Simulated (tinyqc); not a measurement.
Where the concentration falls to given levels: concentration-dependent dopant diffusion with charged defects and the built-in field. Computed by tinyqc, a small Python program. Command: `OMP_NUM_THREADS=1 python tinyqc.py 3018463 3018464 out.jsonl extrinsic walk`. One thread of a shared host (Intel(R) Xeon(R) Processor @ 2.30GHz), about 0.1 s of CPU time with the checks.

A constant source C_s feeds a half space. The dopant moves through neutral point defects and through charged ones, whose number grows with the majority carrier density n.

Inputs (values chosen for the exercise, modelled on boron in silicon):
```
quantity                       value    unit
neutral prefactor D0x         0.0534  cm^2/s
neutral activation energy E0    3.49      eV
singly charged prefactor D01   0.908  cm^2/s
activation energy E1            3.49      eV
surface concentration C_s      7e+19  1/cm^3
temperature T                   1050       C
time t                           160       s
```

Field enhancement: on.

Constants: k_B = 8.617333262e-05 eV/K.

Method:
- n_i = 3.87e16 T^1.5 exp(-7014/T) per cm^3 (T in kelvin, an empirical form); each D = prefactor x exp(-E/(k_B T)); the intrinsic diffusivity D_i is their sum.
- Temperatures in kelvin are T(C) + 273.15.
- n = C/2 + sqrt(C^2/4 + n_i^2); D(C) = h [Dx + D1 (n/n_i)], h = 1 + C/sqrt(C^2 + 4 n_i^2).
- With y = x/sqrt(D_s t), u = C/C_s and q = -(D/D_s) du/dy: du/dy = -q D_s/D, dq/dy = -(y/2) q D_s/D, u(0) = 1. The surface flux q(0) is shot so that u tends to 0 (LSODA, an adaptive multistep solver, relative tolerance 1e-10). Dose Q = 2 q(0) C_s sqrt(D_s t).
- For comparison, erfc profiles with a constant D: x = 2 sqrt(D t) erfc^-1(C/C_s), with D = D_i and D = D_s.

partial diffusivities (cm^2/s): Dx 2.71891e-15, D1 4.62317e-14

n_i = 9.28828e+18 1/cm^3

surface diffusivity D_s = 7.02388e-13 cm^2/s

intrinsic diffusivity D_i = 4.89506e-14 cm^2/s

Depth (nm):
```
C/C_s       D/D_s    full  erfc with D_i  erfc with D_s
8.00e-01  0.80177   43.42          10.03          37.98
5.00e-01  0.50525   97.65          26.69         101.12
2.00e-01  0.21769  144.19          50.72         192.13
1.00e-01  0.13393  160.03          65.10         246.60
3.00e-02  0.08626  175.87          85.89         325.34
1.00e-02  0.07494  186.22         101.95         386.17
1.00e-03  0.07020  204.51         130.23         493.32
1.00e-04  0.06974  220.98         153.98         583.28
```

What follows from these numbers?

The depth between C/C_s = 0.1 and 1e-4 spans 61.0 nm in the full profile, against 88.9 nm for D_i and 337 nm for D_s; the ratio of the depths at 1e-4 and at 0.5 is 2.26, against 5.77 for any erfc. The profile is box-like: fast diffusion in the heavily doped part feeds a front that moves slowly where D drops to D_i. Caution: at such a C_s dopants can cluster or exceed their solubility, which the model leaves out.
